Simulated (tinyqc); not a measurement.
## Avrami exponent and activation energy from three anneals

Problem. Isothermal crystallisation follows X = 1 - exp(-(k t)^n) with k proportional to exp(-Ec q/(kB T)). Find n, k at both temperatures and Ec.

Constants: q = 1.602176634e-19 C, kB = 1.380649e-23 J/K. Results are converted to the units shown.

X at (432 K, 670 s), (432 K, 1340 s) and (452 K, 37 s): [0.30542122, 0.76725196, 0.46978062]

Answer. -ln(1 - X) = (k t)^n: the two times give n, and the two rates give Ec.

n = 2.000
k at 432 K = 9.010e-4 1/s
k at 452 K = 0.02153 1/s
Ec = 2.670 eV

Computed by the program tinyqc: `OMP_NUM_THREADS=1 python tinyqc.py 2490047 2490048 out.jsonl`, one thread of a shared Intel Xeon 2.30GHz, about 0.02 s for the whole run.
